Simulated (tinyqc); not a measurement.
Doping from resistivity.

Question. A uniform, uncompensated and fully ionised sample has rho = 1/(q N mu), mu = m1 + (m2 (T/300 K)^(-bt) - m1)/(1 + (N/Nr)^am). Find N, mu and the diffusion coefficient mu Vt.

Values chosen for this exercise: temperature T = 350 K; mobility limit at high doping m1 = 66.4 cm^2/(V s); mobility limit at low doping, at 300 K m2 = 1410 cm^2/(V s); reference doping of the mobility law Nr = 9.35e16 cm^-3; exponent of the mobility law am = 0.737; temperature exponent of m2 bt = 1.9.

Constants: q = 1.602176634e-19 C, kB = 1.380649e-23 J/K, Vt = kB T/q. Results are converted to the units shown.

resistivity = 7.9081932e-4 ohm cm

Solution. With am below 1 the product N mu rises steadily with N, so one doping matches; it is found by iterating N = 1/(q rho mu(N)).

N = 1.100e20 cm^-3
mu = 71.75 cm^2/(V s)
diffusion coefficient = 2.164 cm^2/s

tinyqc, about 0.01 s, one thread, Intel Xeon 2.30GHz (shared host): `OMP_NUM_THREADS=1 python tinyqc.py 2110058 2110059 out.jsonl`
